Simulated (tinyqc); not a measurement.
# Electroplating on a thin resistive seed layer: kinetics, Wagner number and the terminal effect across a wafer, step by step

A worked calculation. Computed by tinyqc, a small Python program that keeps every step. Command: `OMP_NUM_THREADS=1 python tinyqc.py 3120172 3120173 out.jsonl terminal walk`. One thread of a shared host (Intel(R) Xeon(R) Processor @ 2.30GHz), about 0.04 s of CPU time with the checks. Intermediate numbers are printed to about 6 digits and carried at full precision; extremes and crossings named in words are read from the listed rows.

Current enters the seed at the rim. The bath is treated as a local resistance per area (no lateral flow in the liquid), two electrons per ion, molar volume 7.11 cm^3/mol, Faraday constant F = e N_A, kinematic viscosity 0.01 cm^2/s, omega = 2 pi x rpm/60; k_B T/e is in volts.

Inputs (values chosen for the exercise, of the order of those for copper plating on a thin cobalt or ruthenium seed): wafer radius R = 15 cm; seed thickness t = 11 nm; seed resistivity = 20 microohm cm; bath conductivity kappa = 0.17 S/cm; gap to the anode h = 5.8 cm; extra resistance of a porous plate = 120 ohm cm^2; exchange current density i_0 = 0.053 mA/cm^2; cathodic transfer coefficient alpha = 0.53; mean current density = 20 mA/cm^2; diffusivity of the metal ion = 4.8e-06 cm^2/s; metal ion concentration = 0.66 mol/L; rotation rate = 30 rpm; temperature T = 298 K.

Constants: e = 1.602176634e-19 C; N_A = 6.02214076e+23 1/mol; k_B = 8.617333262e-05 eV/K.

## Rate, limit and resistances

Growth rate = i V_m/(2 F). Levich limit i_L = 0.62 x 2 F D^(2/3) omega^(1/2) nu^(-1/6) c. Tafel overpotential eta = (k_B T/(alpha e)) ln(i/i_0); kinetic resistance k_B T/(alpha e i); bath resistance h/kappa + plate; R_s = resistivity/t; Wagner number = kinetic resistance x kappa/R.

growth rate = 442.140 nm/min

limiting current i_L = 85.8017 mA/cm^2

overpotential = 287.476 mV

kinetic resistance = 2.42261 ohm cm^2

bath resistance R_b = 154.118 ohm cm^2

sheet resistance R_s = 18.1818 ohm/square

Wagner number = 0.0274562

## Linear estimate of the terminal effect

Linearised: with R_t = kinetic + bath resistance the current density obeys (1/r)(r i')' = i R_s/R_t, so i = A I_0(r/l), l = sqrt(R_t/R_s); with x = R/l, edge/centre = I_0(x) and edge/mean = x I_0(x)/(2 I_1(x)). Voltage drop in the seed for a uniform current: i R_s R^2/4.

length l = 2.93423 cm

x = R/l = 5.11207

edge over centre, linear = 30.1127

edge over mean, linear = 2.85298

drop for uniform current = 20454.5 mV

## Current distribution

Full model: seed potential phi(r) with (1/r)(r phi')' = R_s i, where i solves phi = R_b i + (k_B T/(alpha e)) ln(i/i_0) (phi being the driving voltage left at r); phi'(0) = 0 and phi'(R) = R_s i_mean R/2. Solved by collocation to a tolerance of 1e-7.

Across the wafer:
```
r/R   i (mA/cm^2)   i/mean  i/mean, linear
0.00       2.0308  0.10154         0.09474
0.20       2.5324  0.12662         0.12117
0.40       4.5004  0.22502         0.22287
0.60       9.7333  0.48667         0.48839
0.75      18.4964  0.92482         0.92833
0.90      36.1898  1.80949         1.81028
1.00      57.2159  2.86079         2.85298
```

edge over centre, full model = 28.1744

The full model gives 28.2 against 30.1 from the linear form; the kinetic resistance, which the linear form holds fixed, is a small part of R_t here. Caution: at the rim the current nears the limiting value, which would flatten the real profile.

## As the film thickens, and with more bath resistance

The film is taken as uniform, with the seed resistivity; the last column adds 100 ohm cm^2 to R_b. Extra power of that plate = i^2 x 100 ohm cm^2 x area.

Edge over centre:
```
thickness (nm)  R_s (ohm/square)  as given  with 100 ohm cm^2 more
11.0                     18.1818   28.1744                 11.0874
16.5                     12.1212   12.8007                  6.0098
22.0                      9.0909    8.0183                  4.2248
33.0                      6.0606    4.6677                  2.8383
55.0                      3.6364    2.7963                  1.9705
110.0                     1.8182    1.7676                  1.4401
220.0                     0.9091    1.3543                  1.2095
```

extra power = 28.2743 W

The ratio falls below 1.1 in none of these rows as given, and in none of these rows with the added resistance: what counts is R_s R^2 against the sum of kinetic and bath resistance.

Checks made by the program: mean of the distribution (relative difference 7e-07).
